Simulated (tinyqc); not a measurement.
Length offset and series resistance from crossing lines.

Question. R_total = Rs + k (L - dL)/Vo with constant Rs, dL and k. Find k, dL and Rs.

R_total at (L, Vo) = (40, 0.31), (80, 0.31), (40, 0.98) and (80, 0.98), L in nm and Vo in V (ohm um): [681.61290, 1197.7419, 372.85714, 536.12245]

Solution. At each overdrive R is a straight line in L with slope k/Vo; the two lines cross at L = dL, R = Rs.

k = 4.000 ohm um V/nm
dL = 5.000 nm
Rs = 230.0 ohm um

Numbers from tinyqc (`OMP_NUM_THREADS=1 python tinyqc.py 2282028 2282029 out.jsonl`; about 0.07 s on one thread of a shared Intel Xeon 2.30GHz).
